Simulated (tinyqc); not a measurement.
From results back to parameters: polytypes by hexagonality, and a cubic inclusion as a quantum well. Four cases, with inputs chosen for the exercise.

Problem. A square well of depth V with masses m_w inside and m_b outside (first and second entry of m) binds its lowest level at the given depth below the barrier: k tan(k L/2) = (m_w/m_b) q, k = sqrt(m_w E/c), q = sqrt(m_b (V - E)/c), c = hbar^2/2m0. How many double layers wide is it?

Constants: hbar^2/2m0 = 3.80998211 eV angstrom^2.

Case 1.

Values chosen (out of a larger set: of the order of those of InP; not measured data): m = (0.086, 0.075) m0 (electron mass along c in the cubic layer and in the host); d = 3.389 angstrom (thickness of a double layer).

V = 0.11000 eV
depth V - E = 0.01938 eV

Case 2.

Values chosen (out of a larger set: of the order of those of SiC; not measured data): m = (0.327, 0.318) m0 (electron mass along c in the cubic layer and in the host); d = 2.523 angstrom (thickness of a double layer).

V = 0.61033 eV
depth V - E = 0.41595 eV

Case 3.

Values chosen (out of a larger set: of the order of those of GaN; not measured data): m = (0.193, 0.21) m0 (electron mass along c in the cubic layer and in the host); d = 2.587 angstrom (thickness of a double layer).

V = 0.22500 eV
depth V - E = 0.03362 eV

Case 4.

Values chosen (out of a larger set: of the order of those of GaN; not measured data): m = (0.195, 0.209) m0 (electron mass along c in the cubic layer and in the host); d = 2.596 angstrom (thickness of a double layer).

V = 0.29800 eV
depth V - E = 0.13323 eV

Find: k; q; L; N.

Solution. L = (2/k) arctan((m_w/m_b) q/k), and N = L/d.

Case 1.

k = 0.0452 1/angstrom
q = 0.0195 1/angstrom
L = 20.33 angstrom
N = 6.0

Case 2.

k = 0.1292 1/angstrom
q = 0.1863 1/angstrom
L = 15.14 angstrom
N = 6.0

Case 3.

k = 0.0985 1/angstrom
q = 0.0430 1/angstrom
L = 7.76 angstrom
N = 3.0

Case 4.

k = 0.0918 1/angstrom
q = 0.0855 1/angstrom
L = 15.58 angstrom
N = 6.0

Computed by tinyqc, one run a case: `OMP_NUM_THREADS=1 python tinyqc.py N N+1 out.jsonl` with N = 1880599, 1880649, 1880663, 1880667; one thread of a shared Intel(R) Xeon(R) Processor @ 2.30GHz, about 0.09 s a run at most.
